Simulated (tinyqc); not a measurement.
Quantum point contact as a saddle point with Zeeman splitting: one step of the calculation.

Potential V0 - m wx^2 x^2/2 + m wy^2 y^2/2; energies are counted from V0. Mode n = 0, 1, ... transmits T_n(E) = 1/(1 + exp(-2 pi (E - E_n)/wx)), E_n = wy (n + 1/2) +/- Ez/2 for the two spins, Ez = gs muB B, muB = q hbar/(2 m0); each spin carries q^2/h.

Problem. Transmissions at the Fermi level. At zero temperature g = G/(2 q^2/h) = (1/2) sum T_n(mu); Fano factor sum T_n (1 - T_n)/sum T_n. Modes beyond those listed are in the sums but add less than 1e-4 to g.

Values chosen for this exercise:
```
symbol  value  unit                             meaning
wy        5.2   meV          transverse quantum hbar wy
wx        2.3   meV    curvature of the barrier hbar wx
mu      17.59   meV  Fermi level above the saddle point
gs        3.4                      size of the g factor
B           1     T             in-plane magnetic field
```

Constants: q = 1.602176634e-19 C, hbar = 1.054571817e-34 J s, h = 6.62607015e-34 J s, m0 = 9.1093837015e-31 kg. Results are converted to the units shown.

Give: E_n; T_n; g; G; Fano factor.

Solution.

```
mode	E_n (meV)	T_n
0-	2.502	1.0000
1-	7.702	1.0000
2-	12.902	1.0000
3-	18.102	0.1982
4-	23.302	0.0000
0+	2.698	1.0000
1+	7.898	1.0000
2+	13.098	1.0000
3+	18.298	0.1262
4+	23.498	0.0000
```

g = 3.1622
G = 245.01 uS
Fano factor = 0.04256

Range of the model: Orbital effects of the in-plane field and interactions (such as the 0.7 feature) are left out.

Computed by the program tinyqc: `OMP_NUM_THREADS=1 python tinyqc.py 2740019 2740020 out.jsonl`, one thread of a shared Intel Xeon 2.30GHz, about 0.02 s for the whole run.
